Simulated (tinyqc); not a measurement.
Inputs raised by 2 %, one at a time: Debye-Callaway model of lattice thermal conductivity. Computed by tinyqc, a small Python program. Command: `OMP_NUM_THREADS=1 python tinyqc.py 3013041 3013042 out.jsonl callaway sens`. One thread of a shared host (Intel(R) Xeon(R) Processor @ 2.30GHz), about 0.03 s of CPU time with the checks.

Three acoustic branches with one velocity v, cut at omega_D = k_B Theta/hbar; x = hbar omega/(k_B T). v and Theta are separate inputs: Theta cuts off the heat-carrying modes, so C need not reach 3 k_B/V. gamma is an effective value that sets the umklapp rate.

Inputs (values chosen for the exercise, modelled on cadmium telluride):
```
quantity,value,unit
sound velocity v,2080,m/s
Debye temperature Theta,159,K
volume per atom V,34,angstrom^3
mean atomic mass M,120,u
effective Grueneisen parameter gamma,2.29,-
umklapp exponent divisor b,2.5,-
mass variance Gamma,0.00032,-
Casimir length L,3700,micrometre
temperature T,77,K
probe frequency omega/omega_D,0.5,-
```

Sample: crystal. Point defects: isotopes. Normal processes: left out.

Constants: k_B = 1.380649e-23 J/K; hbar = 1.054571817e-34 J s; u = 1.6605390666e-27 kg.

Method:
- Gamma is given directly by the isotope mixture. A = V Gamma/(4 pi v^3).
- Rates: point defects A omega^4; umklapp B omega^2 T exp(-Theta/(b T)) with B = hbar gamma^2/(M v^2 Theta). Boundaries: v/L.
- The resistive time is tau_R = 1/(boundary + point-defect + umklapp rates), and the free path is v tau_R.
- kappa_1 = c int tau_C g dx, g = x^4 e^x/(e^x - 1)^2, c = (k_B/(2 pi^2 v)) (k_B T/hbar)^3, over 0 < x < min(Theta/T, 40), by 96 Gauss-Legendre points in s with x = x_max s^2; tau_C = tau_R, the inverse of the summed rates, and kappa = kappa_1.
- Heat capacity C = 3 c int g dx / v^2; grey free path 3 kappa/(C v); the median free path v tau_C halves kappa_1 when the quadrature points are ordered by free path (each counted at half its weight, interpolated in the logarithm); likewise at 10 % and 90 %.

Runs:
```
input moved,from,to,heat capacity C (J/(m^3 K)),grey free path (nm),median free path (nm),free path (nm)
base run,-,-,5.7172e+05,106.35,179.57,131.12
sound velocity v (m/s),2080,2121.6,5.3874e+05,113.00,190.22,139.34
volume per atom V (angstrom^3),34,34.68,5.7172e+05,106.19,179.84,130.93
mean atomic mass M (u),120,122.4,5.7172e+05,108.31,183.41,133.55
effective Grueneisen parameter gamma,2.29,2.3358,5.7172e+05,102.53,172.16,126.38
mass variance Gamma,0.00032,0.0003264,5.7172e+05,106.19,179.84,130.93
Casimir length L (micrometre),3700,3774,5.7172e+05,106.35,179.60,131.12
temperature T (K),77,78.54,5.7608e+05,102.48,171.68,126.80
```

Exponents ln(y'/y) / ln(x'/x):
```
input,heat capacity C,grey free path,median free path,free path
sound velocity v,-3.000,3.065,2.908,3.070
volume per atom V,0.000,-0.075,0.074,-0.072
mean atomic mass M,0.000,0.922,1.067,0.928
effective Grueneisen parameter gamma,0.000,-1.847,-2.131,-1.860
mass variance Gamma,0.000,-0.075,0.074,-0.072
Casimir length L,0.000,0.003,0.007,0.000
temperature T,0.384,-1.871,-2.270,-1.691
```

To which inputs is each result most sensitive?

Among the inputs moved here: heat capacity C answers most in size to sound velocity v (exponent -3.000), next to temperature T (+0.384); its exponent is below 0.0005 for volume per atom V, mean atomic mass M, effective Grueneisen parameter gamma, mass variance Gamma, Casimir length L. grey free path answers most in size to sound velocity v (exponent +3.065), next to temperature T (-1.871). Median free path answers most in size to sound velocity v (exponent +2.908), next to temperature T (-2.270). Free path answers most in size to sound velocity v (exponent +3.070), next to effective Grueneisen parameter gamma (-1.860); its exponent is below 0.0005 for Casimir length L.
